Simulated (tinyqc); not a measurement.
Threshold-voltage variability of a planar MOSFET, analytic estimates: two steps of the calculation.

Three independent sources add in quadrature: random dopants in the depleted layer, metal-gate grains of two orientations, and roughness of the two gate edges acting through the roll-off VT = VT(long) - Vr exp(-L/l). These are first-order estimates: no three-dimensional electrostatics, no percolation.

Inputs (values chosen for the exercise); material values close to those of silicon:
- T = 300 K (temperature)
- Eg = 1.12 eV (band gap)
- eps_r = 11.7 (relative permittivity of the semiconductor)
- Nc = 2.78e19 cm^-3 (conduction-band density of states at T)
- Nv = 2.6e19 cm^-3 (valence-band density of states at T)
- Na = 3.3e17 cm^-3 (channel doping)
- ti = 2.1 nm (oxide-equivalent thickness in inversion)
- L = 20 nm (gate length)
- W = 73 nm (gate width)
- n = 1.44 (subthreshold factor)
- gI = 20 1/V (gm/I of a matched pair)
- sb = 0.6 % (spread of the gain factor of one device)

Constants: q = 1.602176634e-19 C, kB = 1.380649e-23 J/K, Vt = kB T/q, eps0 = 8.8541878128e-14 F/cm where lengths are in cm. Results are converted to the units shown.

Task 1. Random dopants. ni = sqrt(Nc Nv) exp(-Eg/(2 Vt)), Eg in volts; Cox = 3.9 eps0/ti; Wd = sqrt(4 eps0 eps_r Vt ln(Na/ni)/(q Na)); dopants: s1 = (q/Cox) sqrt(Na Wd/(3 L W)). The slope A1 = s1 sqrt(L W); mean number of dopants Na L W Wd.

Give: Cox; Wd; mean number of dopants; A1; s1.

Result 1.

Cox = 1.644 uF/cm^2
Wd = 59.14 nm
mean number of dopants = 28.49
A1 = 0.7859 mV um
s1 = 20.57 mV

Counting alone, 1/sqrt(N) of the depletion voltage q Na Wd/Cox = 190 mV, would give sqrt(3) times more: dopants deep in the layer act less on the surface.

Task 2. Total spread, mismatch and leakage. s = sqrt(s1^2 + s2^2 + s3^2). For a pair: s(dVT) = sqrt(2) s; current mismatch sqrt(2) sqrt((gI s)^2 + sb^2); input offset = current mismatch/gI. For a Gaussian VT the off current is log-normal with mean/median = exp(s^2/(2 (n Vt)^2)).

s1 = 20.567061 mV
s2 = 26.171196 mV
s3 = 2.0696693 mV

Find: s; s(dVT); current mismatch; input offset; mean/median of Ioff.

Result 2.

s = 33.350 mV
s(dVT) = 47.164 mV
current mismatch = 94.332 %
input offset = 47.166 mV
mean/median of Ioff = 1.4937

tinyqc, about 0.01 s, one thread, Intel Xeon 2.30GHz (shared host): `OMP_NUM_THREADS=1 python tinyqc.py 2090008 2090009 out.jsonl`
